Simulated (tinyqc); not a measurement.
# Tunnelling through a gate dielectric, WKB transmission and Tsu-Esaki current: two studies

Electrons leave the emitter at x = 0. Energies E (motion across the layers) are in eV from the emitter Fermi level; the collector Fermi level lies at -V and offers states at every E. No charge in the dielectric and no image force: F1 = V/t1, U = phi1 - F1 x. With C = hbar^2/(2 m0), kappa = sqrt(m (U - E)/C) where U > E and 0 elsewhere; T(E) = exp(-S), S = 2 times the integral of kappa over x.

Parameters, values chosen for the exercise; dielectric values close to those of silicon dioxide: temperature T = 400 K; Fermi energy of the emitter above its band bottom Ef = 3.9 eV; emitter mass in the supply function me = 0.26 m0; barrier of layer 1 above the emitter Fermi level at zero bias phi1 = 3.11 eV; tunnelling mass of layer 1 m1 = 0.49 m0; thickness of layer 1 t1 = 6.5 nm; voltage across the dielectric V = 5.5 V.

Constants: q = 1.602176634e-19 C, kB = 1.380649e-23 J/K, hbar = 1.054571817e-34 J s, m0 = 9.1093837015e-31 kg, Vt = kB T/q, hbar^2/(2 m0) = 0.0380998212 eV nm^2. Results are converted to the units shown.

Each table varies one quantity; the others keep the values above.

## Effect of the barrier height

Each layer adds (2/F) sqrt(m/C) [G(u at its left edge) - G(u at its right edge)] to S, with u = U - E (0 where negative) and G(u) = (2/3) u^1.5. J = J0 times the integral of T(E) N(E) dE, N = ln[(1 + exp(-E/Vt))/(1 + exp((-E - V)/Vt))], J0 = q^2 me m0 kB T/(2 pi^2 hbar^3) (times 1e-4 for A/cm^2 per eV), from E = -Ef to far above the barrier (T = 1 there), by quadrature converged to the digits shown.

Effect of the barrier height:

| phi1 (eV) | S at E = 0 | T(E = 0) | J (A/cm^2) | mean E of the current (eV) |
|---|---|---|---|---|
| 1.6 | 11.44 | 1.079e-5 | 469.6 | -0.1277 |
| 1.89 | 14.68 | 4.199e-7 | 16.42 | -0.1112 |
| 2.17 | 18.06 | 1.428e-8 | 0.5134 | -0.09729 |
| 2.46 | 21.80 | 3.395e-10 | 0.01136 | -0.08433 |
| 2.74 | 25.63 | 7.395e-12 | 2.339e-4 | -0.07290 |
| 3.03 | 29.81 | 1.137e-13 | 3.430e-6 | -0.06191 |
| 3.31 | 34.03 | 1.662e-15 | 4.832e-8 | -0.05192 |
| 3.6 | 38.60 | 1.724e-17 | 4.862e-10 | -0.04205 |

J falls from 470 to 4.86e-10 A/cm^2, on average 5.99 decades for each eV, while S rises from 11.4 to 38.6, as phi1^(1.50) over the table (a flat barrier gives 0.5, a triangular one 1.5). V exceeds phi1 in every row, so all are in the Fowler-Nordheim regime.

## Effect of the thickness t1 at fixed voltage

Same model as above.

Effect of the thickness t1 at fixed voltage:

| t1 (nm) | S at E = 0 | T(E = 0) | J (A/cm^2) | mean E of the current (eV) |
|---|---|---|---|---|
| 3.9 | 18.60 | 8.393e-9 | 0.4949 | -0.1753 |
| 4.79 | 22.84 | 1.205e-10 | 0.005188 | -0.1271 |
| 5.67 | 27.04 | 1.814e-12 | 6.250e-5 | -0.08959 |
| 6.56 | 31.28 | 2.604e-14 | 7.701e-7 | -0.05689 |
| 7.44 | 35.48 | 3.920e-16 | 1.063e-8 | -0.02648 |
| 8.33 | 39.72 | 5.627e-18 | 1.488e-10 | 0.005066 |
| 9.21 | 43.91 | 8.471e-20 | 2.336e-12 | 0.04005 |
| 10.1 | 48.16 | 1.216e-21 | 3.782e-14 | 0.08365 |

Read the table: what changes, and by how much?

J falls from 0.495 to 3.78e-14 A/cm^2: 2.22 decades a nanometre between the first two rows and 2.01 between the last two. The exponent S alone gives dS/dt/ln 10 = 2.07 and 2.07. In 2 of the 8 rows the field exceeds 10 MV/cm (up to 14.1), more than most dielectrics sustain; the model ignores breakdown.

Numbers from tinyqc (`OMP_NUM_THREADS=1 python tinyqc.py 2540018 2540019 out.jsonl`; about 0.02 s on one thread of a shared Intel Xeon 2.30GHz).
